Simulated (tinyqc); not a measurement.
Minigaps against first-order theory: band folding and unfolding in a supercell of a chain.

A chain with hopping -t and n = 5 sites a supercell. H(K) has v_j on the diagonal, -t between neighbours and -t exp(2 pi i K) on the bond that closes the cell (from the last site to the first of the next cell). The point K holds the n wave vectors k_m = (K + m)/n of the primitive zone, in 2 pi/a, m = 0 to n - 1, with E0 = -2t cos(2 pi k_m). The unfolding weight of a state c on k_m is |sum_j c_j exp(-2 pi i k_m j)|^2/n, j = 0 to n - 1.

Inputs chosen for the exercise: t = 0.72 eV (hopping); v = (0.202, 0.062, -0.163, -0.163, 0.062) eV (site energies in the supercell).

Gap i lies between minibands i and i + 1, at K = 1/2 for odd i and K = 0 for even i, where k = +/- i/(2n) are degenerate; first order gives 2|V_i|, the Fourier component V_q = (1/n) sum_j v_j exp(-2 pi i q j/n) for q equal to the number of the gap. Computed for the potential at full and at half strength.

Gaps (eV):
```
i  E0 at the crossing  2|V_i|     gap  gap at half strength
1             -1.1650  0.2016  0.2008                0.1007
2             -0.4450  0.0004  0.0212                0.0054
3              0.4450  0.0004  0.0189                0.0048
4              1.1650  0.2016  0.2009                0.1007
```

What does the comparison show?

Halving the potential about halves gaps 1 and 4, the scaling of first order. For i = 2 and 3 the first-order term is below 1 meV and the gap opens at higher order (full over half strength: 4.0 and 3.9). The largest miss of first order is 21 meV, at i = 2; the potential spans 0.51 t.

Computed by tinyqc, a small Python program: `OMP_NUM_THREADS=1 python tinyqc.py 1451352 1451353 out.jsonl` (the numbers bound the seed that draws the inputs); one thread of a shared host (Intel(R) Xeon(R) Processor @ 2.30GHz), about 0.01 s for the whole set of steps.
